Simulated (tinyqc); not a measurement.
FinFET, parasitic resistance, capacitance and delay: two steps of the calculation.

Nf fins under one contact; each has gated perimeter p = 2 Hf + Wf and cross-section A = Hf Wf; contact width Wc = Nf pf, stack height Hs = Hf. Contact length Lc = CPP - Lg - 2 Lsp, shared by two neighbouring gates. Source and drain sides are equal. The formulas are first-order estimates, not field solutions.

Parameters, values chosen for the exercise; values close to those of silicon logic devices: number of fins Nf = 2; fin height Hf = 60 nm; fin width Wf = 6 nm; fin pitch pf = 34 nm; gate length Lg = 18 nm; spacer length Lsp = 4 nm; relative permittivity of the spacer ks = 5.5; gate height above the channel stack Hc = 25 nm; gate overlap Lov = 1.5 nm; inversion capacitance Cinv = 3 uF/cm^2; wire load Cw = 0.28 fF; supply voltage Vdd = 0.6 V.

Constants: eps0 = 8.8541878128e-12 F/m. Results are converted to the units shown.

Task 1. Capacitances. With N fins: gate Cg = Cinv p N Lg; per side, plate Cp = ks eps0 [Wc (Hs + Hc) - N A]/Lsp, top fringe Cf = (2/pi) ks eps0 Wc ln(1 + Lg/(2 Lsp)), overlap Co = Cinv p N Lov. Cs = Cp + Cf + Co. An inverter of two such devices driving an equal one has the load CL = 2 (Cg + 2 Cs) + 4 Cs + Cw (its own drains counted twice for the Miller effect).

Wanted: Cg; Cp; Cf; Co; CL.

Result 1.

Cg = 136.08 aF
Cp = 61.603 aF
Cf = 2.4848 aF
Co = 11.340 aF
CL = 1155.6 aF

The channel capacitance gives 23.6 % of CL, the parasitic parts 52.2 % and the wire 24.2 %.

Task 2. Effective current, delay and energy. Ieff = (IH + IL)/2, delay CL Vdd/(2 Ieff), energy CL Vdd^2, with CL the load of an inverter that drives an equal one.

IH = I(Vdd, Vdd/2) = 300.03113 uA
IL = I(Vdd/2, Vdd), solved likewise = 92.185526 uA
CL = 1155.5823 aF

Wanted: Ieff; delay; energy.

Result 2.

Ieff = 196.1 uA
delay = 1.768 ps
energy = 416.0 aJ

Computed by the program tinyqc: `OMP_NUM_THREADS=1 python tinyqc.py 2170037 2170038 out.jsonl`, one thread of a shared Intel Xeon 2.30GHz, about 0.02 s for the whole run.
